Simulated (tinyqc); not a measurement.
From results back to parameters: free-carrier optics of a doped semiconductor (Drude model with one polar phonon). Five cases, with inputs chosen for the exercise.

Problem. The upper coupled mode solves E^4 - (wL^2 + Ep^2) E^2 + Ep^2 wT^2 = 0 with wL = wT sqrt(es/ei); N is hidden.

eps(E) = ei [1 - Ep^2/(E^2 + i E Gam)] + (es - ei) wT^2/(wT^2 - E^2 - i E gT), with Ep^2 = 8 pi c (e^2/(4 pi eps0)) N/(m ei), c = hbar^2/2m0, N in 1/angstrom^3 (1e-24 per 1/cm^3); Gam = hbar/tau, tau = mu m m0/e with m0/e = 5.685630e-12 kg/C and mu in m^2/(V s). Energies in meV.

Constants: hbar^2/2m0 = 3.80998211 eV angstrom^2; e^2/(4 pi eps0) = 14.39964547 eV angstrom.

Find: Ep; N; L-.

Method. Ep^2 = L+^2 (L+^2 - wL^2)/(L+^2 - wT^2); the product of the roots gives L- = Ep wT/L+.

Case 1.

Values chosen (mass and dielectric values near those of InSb; N and mu are free inputs; interband absorption and the rise of the mass with filling are left out; the results hold for these values, not for the real material): m = 0.0135 m0 (conductivity mass); ei = 15.53 (high-frequency dielectric constant); wT = 22 meV (TO phonon); es = 16.82 (static dielectric constant).

L+ = 23.2546 meV

Solution.

Ep = 12.56 meV
N = 2.40e+16 1/cm^3
L- = 11.89 meV

Case 2.

Values chosen (mass and dielectric values near those of InP; N and mu are free inputs; interband absorption and the rise of the mass with filling are left out; the results hold for these values, not for the real material): m = 0.081 m0 (conductivity mass); ei = 9.76 (high-frequency dielectric constant); wT = 37.8 meV (TO phonon); es = 12.57 (static dielectric constant).

L+ = 45.0010 meV

Solution.

Ep = 25.06 meV
N = 3.60e+17 1/cm^3
L- = 21.05 meV

Case 3.

Values chosen (mass and dielectric values near those of GaN; N and mu are free inputs; interband absorption and the rise of the mass with filling are left out; the results hold for these values, not for the real material): m = 0.222 m0 (conductivity mass); ei = 5.2 (high-frequency dielectric constant); wT = 68.2 meV (TO phonon); es = 9.09 (static dielectric constant).

L+ = 454.5455 meV

Solution.

Ep = 450.61 meV
N = 1.70e+20 1/cm^3
L- = 67.61 meV

Case 4.

Values chosen (mass and dielectric values near those of InP; N and mu are free inputs; interband absorption and the rise of the mass with filling are left out; the results hold for these values, not for the real material): m = 0.0776 m0 (conductivity mass); ei = 9.79 (high-frequency dielectric constant); wT = 37.9 meV (TO phonon); es = 12.9 (static dielectric constant).

L+ = 71.8980 meV

Solution.

Ep = 67.36 meV
N = 2.50e+18 1/cm^3
L- = 35.51 meV

Case 5.

Values chosen (mass and dielectric values near those of SiC; N and mu are free inputs; interband absorption and the rise of the mass with filling are left out; the results hold for these values, not for the real material): m = 0.401 m0 (conductivity mass); ei = 6.37 (high-frequency dielectric constant); wT = 96.9 meV (TO phonon); es = 9.41 (static dielectric constant).

L+ = 120.2383 meV

Solution.

Ep = 40.91 meV
N = 3.10e+18 1/cm^3
L- = 32.97 meV

Computed by tinyqc, one run a case: `OMP_NUM_THREADS=1 python tinyqc.py N N+1 out.jsonl` with N = 1681256, 1681260, 1681358, 1681578, 1681603; one thread of a shared Intel(R) Xeon(R) Processor @ 2.30GHz, about 0.01 s a run at most.
